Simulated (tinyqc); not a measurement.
## Pull-up strength from the switching point

Problem. Transistor (EKV form, voltages against the body): I = 2 n b Vt^2 [F(vp - Vs) - F(vp - Vd)] from drain to source, F(v) = ln^2(1 + exp(v/(2 Vt))), vp = (Vg - VT + sg |Vd - Vs|)/n. n-channel bodies are at 0; for the p-channel device all voltages are counted down from Vdd. b in uA/V^2 gives I in uA. In an inverter In(Vg = Vd = VM) equals Ip at the switching point VM. Find bp and the current there.

Parameters, values chosen for the exercise:
- T = 273 K (temperature)
- Vdd = 0.6 V (supply voltage)
- n = 1.17 (slope factor)
- sg = 0.111 (drain-induced barrier lowering)
- VTn = 0.36 V (n-channel threshold)
- VTp = 0.31 V (p-channel threshold (magnitude))
- bn = 290 uA/V^2 (gain factor of the pull-down transistor)

Constants: q = 1.602176634e-19 C, kB = 1.380649e-23 J/K, Vt = kB T/q. Results are converted to the units shown.

VM = 0.322502027 V

Solution. Ip is proportional to bp, so bp is In(VM) over the p-channel current for unit b.

bp = 290 uA/V^2
current at VM = 0.173 uA

tinyqc, about 0.03 s, one thread, Intel Xeon 2.30GHz (shared host): `OMP_NUM_THREADS=1 python tinyqc.py 2340058 2340059 out.jsonl`
